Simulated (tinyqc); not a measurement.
Kinetic Monte Carlo and master equation for a particle on a ring of sites with traps and bias: one step, computed by the program tinyqc. Command: `OMP_NUM_THREADS=1 python tinyqc.py 3001589 3001590 out.jsonl kmc walk`. One thread of a shared host (Intel(R) Xeon(R) Processor @ 2.30GHz), about 0.08 s of CPU time with the checks.

6 sites on a ring, numbered 1 to 6. The saddle between i and i+1 lies at E0 + s b_i and site i at s eps_i; a force F tilts the landscape, with the saddle half-way.

Question. Steady state. Master equation dP/dt = W P, W_(i+1,i) = k right, W_(i-1,i) = k left, columns summing to zero. The steady state is its null vector; drift v = a sum P_i (k right - k left). D = a^2 lambda''(0)/2, where lambda(q) is the leading eigenvalue of W with right hops weighted by exp(q) and left hops by exp(-q). The slowest relaxation rate is minus the real part of the next eigenvalue of W. 1 angstrom = 1e-8 cm.

Inputs (values chosen for the exercise, for a model defect): temperature T = 610 K; site spacing a = 3.6 angstrom.

Disorder: both.

Rates, shares of right hops and mean stays:
```
site  k right (1/s)  k left (1/s)  share right  mean stay (s)
1            271190       3208733    0.0779299   2.873627e-07
2           3404951        800226    0.8097046   2.378021e-07
3           1817469       3030734    0.3748748   2.062620e-07
4           1315268       1617723    0.4484392   3.409489e-07
5           3404951       1170715    0.7441432   2.185474e-07
6           1007737        255562    0.7977025   7.915781e-07
```

Constants: k_B = 8.617333262e-05 eV/K.

Give: occupations P_i; drift velocity v; diffusivity D; slowest relaxation rate.

Answer.

occupations P_i: [0.1878, 0.0498, 0.0523, 0.0520, 0.0490, 0.6090]

drift velocity v = 0.002387 cm/s

diffusivity D = 7.542e-10 cm^2/s

slowest relaxation rate = 6.648e+05 1/s
